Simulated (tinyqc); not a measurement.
Comparisons within one model: cyclotron resonance of ellipsoidal valleys, Si type. A value that a table varies takes the place of the one given here.

Valleys along [100], [010], [001] (each with its opposite partner), mass ml along the axis and mt across it. B lies in the (1-10) plane, b = (sin(theta)/sqrt2, sin(theta)/sqrt2, cos(theta)). For the angle phi between B and the axis, 1/mc^2 = cos^2(phi)/mt^2 + sin^2(phi)/(mt ml). Resonance: h nu = 2 muB B/mc, h = 2 pi hbar.

Constants: hbar = 6.58211957e-16 eV s; muB = 5.788381798e-05 eV/T.

Parameters, chosen for this exercise (near those of Si; not measured data):
```
symbol  value                        unit     meaning
ml      0.874                        m0       longitudinal mass
mt      0.194                        m0       transverse mass
ths     (0, 15, 30, 45, 60, 75, 90)  degrees  angles
g1      4.27                                  Luttinger gamma1
g2      0.34                                  gamma2
g3      1.45                                  gamma3
theta   52                           degrees  angle of B from [001] towards [110]
nu      35                           GHz      microwave frequency
```

## Rotating the field

mc against theta; [100] and [010] stay equal in this plane.

Cyclotron masses (m0):
```
theta (degrees)   [100]   [001]
0                0.4118  0.1940
15               0.3895  0.1993
30               0.3434  0.2162
45               0.3006  0.2482
60               0.2707  0.3006
75               0.2537  0.3706
90               0.2482  0.4118
```

What does this show, and why?

All valleys give one line at theta = 54.7 degrees, B along [111], with mc = 0.2796. The [001] pair goes from mt to sqrt(ml mt), a factor 2.12; the other four only fall from sqrt(ml mt) to 0.2482, since their angle to B never drops below 45 degrees.

## Heavy and light holes (cyclotron masses of warped hole bands)

E = c k^2 f(n) with f = g1 -/+ 2 sqrt(g2^2 + 3 (g3^2 - g2^2)(nx^2 ny^2 + ny^2 nz^2 + nz^2 nx^2)). For the orbit through k = 0 perpendicular to b = (sin(theta)/sqrt2, sin(theta)/sqrt2, cos(theta)), mc is the mean of 1/f over the directions n in that plane (180 evenly spaced angles). Quantum effects of the lowest levels are left out.

Cyclotron masses (m0):
```
theta (degrees)   heavy   light
0                0.4213  0.1682
15               0.4502  0.1624
30               0.5158  0.1534
45               0.5676  0.1480
60               0.5745  0.1473
75               0.5612  0.1508
90               0.5527  0.1546
```

How do the results move?

The heavy mass varies by 36 % over the table, with its largest listed value at 60 degrees ([111] lies at 54.7) and its smallest at 0; the light mass varies by 14.2 %. The warping term enters both with the same size, but it is set against a small inverse mass in one and a large one in the other (along [111], g1 - 2 g3 = 1.37 and g1 + 2 g3 = 7.17).

## What each parameter does

Resonance fields B = h nu mc/(2 muB) of the valleys [100] and [001]. Each row changes one parameter from the base and keeps the others.

Results:
```
case                [100] (T)  [001] (T)
base                   0.3563     0.3374
ml = 1.005 m0          0.3642     0.3434
mt = 0.213 m0          0.3850     0.3657
theta = 56 degrees     0.3468     0.3556
nu = 38.5 GHz          0.3919     0.3711
```

What does this show?

The largest shifts from the base row, up to three for each result and ties (the steps differ in size, so this ranks the rows, not the parameters). [100] (T): nu +0.0356, mt +0.0287, theta -0.0095. [001] (T): nu +0.0337, mt +0.0283, theta +0.0182.

Program tinyqc; command `OMP_NUM_THREADS=1 python tinyqc.py 1282690 1282691 out.jsonl`; about 0.01 s on one thread of a shared Intel(R) Xeon(R) Processor @ 2.30GHz.
